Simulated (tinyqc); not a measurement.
Boltzmann transport in a parabolic band with a power-law relaxation time: sweeps and comparisons. A value that a table varies takes the place of the one given here.

F_j(eta) = (1/Gamma(j + 1)) integral_0^infinity x^j dx/(1 + exp(x - eta)), which tends to exp(eta) for eta << 0.

n = N F_1/2(eta) with N = 2 (m kB T/(4 pi c))^(3/2) with c = hbar^2/2m0, in 1/angstrom^3; times 1e24 for 1/cm^3, m = md.

tau = tau0 x^r with x = E/kT. With K_j = Gamma(j + 1) F_j(eta): <tau> = tau0 (r + 3/2) K_(r+1/2)/((3/2) K_(1/2)); mu = <tau>/(mc m0/e), m0/e = 5.685630e-12 kg/C; Hall factor rH = (3/2) K_(1/2) (2r + 3/2) K_(2r+1/2)/((r + 3/2) K_(r+1/2))^2; Seebeck S = -(kB/e) [(r + 5/2) K_(r+3/2)/((r + 3/2) K_(r+1/2)) - eta]; Lorenz number L = (kB/e)^2 [(r + 7/2) K_(r+5/2)/((r + 3/2) K_(r+1/2)) - ((r + 5/2) K_(r+3/2)/((r + 3/2) K_(r+1/2)))^2]; kB/e in V/K. Valley anisotropy is left out of rH.

Constants: hbar^2/2m0 = 3.80998211 eV angstrom^2; kB = 8.617333262e-05 eV/K.

Values chosen for the exercise (masses near those of Ge; tau0 is set for a mobility of the usual size at this n, kL is a free input; freeze-out and phonon drag, which matter near 77 K, are left out; the results hold for these values, not for the real material):
```
symbol  value    unit     meaning
md      0.549    m0       density-of-states mass
mc      0.1182   m0       conductivity mass
tau0    28       fs       tau at E = kT
r       -0.5              exponent of tau
T       400      K
kL      46       W/(m K)  lattice thermal conductivity
ta      130      fs       acoustic tau at E = kT and 300 K
ti      48       fs       impurity tau at E = kT and 300 K
n       1.3e+20  1/cm^3   electron density
```

## Doping: the thermoelectric optimum

tau0 is held fixed. sigma = e n mu with e = 1.602176634e-19 C; ZT = S^2 sigma T/(kL + L sigma T).

Results:
```
n (1/cm^3)    eta  mu (cm^2/(V s))  sigma (S/cm)     rH  S (microvolt/K)  L (1e-8)  S^2 sigma (mW/(m K^2))      ZT
2.0e+17     -4.36              313          10.0  1.177             -549     1.488                   0.302  0.0026
5.0e+17     -3.44              312          25.0  1.176             -470     1.491                   0.552  0.0048
2.0e+18     -2.02              308          98.6  1.169             -352     1.508                    1.22   0.011
5.0e+18     -1.03              300           240  1.158             -275     1.542                    1.82   0.016
9.0e+18     -0.36              290           419  1.144             -227     1.583                    2.16   0.019
2.0e+19      0.68              269           862  1.115             -166     1.685                    2.38   0.020
4.0e+19      1.80              241      1.54e+03  1.082             -119     1.830                    2.18   0.019
8.0e+19      3.32              206      2.64e+03  1.049              -80     2.022                    1.68   0.014
2.0e+20      6.46              159      5.10e+03  1.018              -44     2.265                   0.974  0.0077
4.0e+20     10.38              128      8.19e+03  1.007              -27     2.369                   0.611  0.0045
```

What can be read from the table?

|S| falls by 197 microvolt/K from the first to the third row (198 a decade in the non-degenerate range; holes, which count near the intrinsic density, and non-parabolicity are left out). The power factor peaks at 2e+19 1/cm^3 of those listed (eta = 0.68, S = -166); ZT is largest at 2e+19 1/cm^3 (eta = 0.68). mu changes by a factor 0.41 over the table and rH goes from 1.177 to 1.007. A real tau0 would fall with doping.

## The scattering mechanism

eta = 4.76555

Same eta for each exponent.

Results:
```
r                                     mechanism  <tau>/tau0     rH  S (microvolt/K)  L (1e-8 W ohm/K^2)
-0.5                           acoustic phonons       0.434  1.030            -58.3               2.161
0.0                  a constant relaxation time       1.000  1.000            -81.8               2.218
0.5   polar optical or piezoelectric scattering       2.363  1.023           -104.4               2.313
1.5                          ionised impurities      14.124  1.209           -149.3               2.599
```

What does this show?

From r = -1/2 to 3/2 |S| grows by 91.0 microvolt/K, against 2 kB/e = 172.3 in the non-degenerate limit: scattering that favours fast electrons raises the mean energy carried. rH is 1 only for constant tau and reaches 1.209 for r = 3/2; L spans 2.161 to 2.599 against the metallic 2.443.

## Mobility against temperature (two scattering mechanisms together, and the Matthiessen rule)

Non-degenerate electrons. 1/tau(x) = x^(1/2)/tA + 1/(tI x^(3/2)), x = E/kT, with tA = ta (T/300)^(-3/2) and tI = ti (T/300)^(3/2) (the screening logarithm is held fixed). <tau> = integral x^(3/2) tau exp(-x) dx/Gamma(5/2); mu = <tau>/(mc m0/e), m0/e = 5.685630e-12 kg/C. Matthiessen: 1/mu = 1/muA + 1/muI with <tau>A = tA Gamma(2)/Gamma(5/2), <tau>I = tI Gamma(4)/Gamma(5/2).

rH = <tau^2>/<tau>^2. ta and ti are inputs of their own, not tied to tau0.

Mobilities (cm^2/(V s)):
```
T (K)  acoustic  impurity  Matthiessen  exact     rH  Matthiessen/exact
40     2.99e+04       157          156    154  1.884              1.012
60     1.63e+04       288          283    273  1.794              1.038
80     1.06e+04       444          426    394  1.676              1.080
120    5.75e+03       816          714    596  1.449              1.198
160    3.74e+03  1.26e+03          940    715  1.288              1.315
220    2.32e+03  2.02e+03     1.08e+03    765  1.150              1.413
300    1.46e+03  3.22e+03     1.00e+03    713  1.068              1.406
400         945  4.96e+03          794    601  1.035              1.321
550         586  8.00e+03          546    452  1.032              1.210
```

How do the results move?

The exact mobility peaks at 220 K of those listed. The two mechanisms are equal between 220 and 300 K. The rule overestimates everywhere, most at 220 K (by 41 %), since impurities stop the slow electrons and phonons the fast ones. rH runs between 1.032 and 1.884; the pure limits are 1.178 and 1.933, and the mixture dips below both, since the opposite energy slopes of the two rates leave tau nearly constant. Optical and intervalley phonons, left out, lower real mobilities above about 150 K.

## What moves the coefficients

sigma = e n mu with e = 1.602176634e-19 C; ZT = S^2 sigma T/(kL + L sigma T). Each row changes one parameter from the base and keeps the others.

Results:
```
case                mu (cm^2/(V s))  sigma (S/cm)  S (microvolt/K)       ZT
base                          180.9          3768            -58.3   0.0104
md = 0.714 m0                 201.6          4198            -75.3   0.0192
mc = 0.1537 m0                139.1          2897            -58.3  0.00813
n = 2.6e+20 1/cm^3            146.7          6110            -36.6  0.00633
tau0 = 42 fs                  271.3          5651            -58.3   0.0151
kL = 23 W/(m K)               180.9          3768            -58.3   0.0195
T = 450 K                     190.1          3960            -65.5   0.0154
```

How do the results move?

The largest shifts from the base row, up to three for each result and ties (the steps differ in size, so this ranks the rows, not the parameters). mu (cm^2/(V s)): tau0 +90.4, mc -41.8, n -34.2; unchanged at the printed digits by kL. sigma (S/cm): n +2.34e+03, tau0 +1.88e+03, mc -870; unchanged at the printed digits by kL. S (microvolt/K): n +21.8, md -16.9, T -7.2; unchanged at the printed digits by mc, tau0 and kL. ZT: kL +0.00912, md +0.00883, T +0.00495. The row for T keeps tau0 fixed; for phonon scattering tau0 itself falls as T rises.

Computed by tinyqc, a small Python program: `OMP_NUM_THREADS=1 python tinyqc.py 1680387 1680388 out.jsonl` (the numbers bound the seed that draws the inputs); one thread of a shared host (Intel(R) Xeon(R) Processor @ 2.30GHz), about 0.01 s for the whole set of steps.
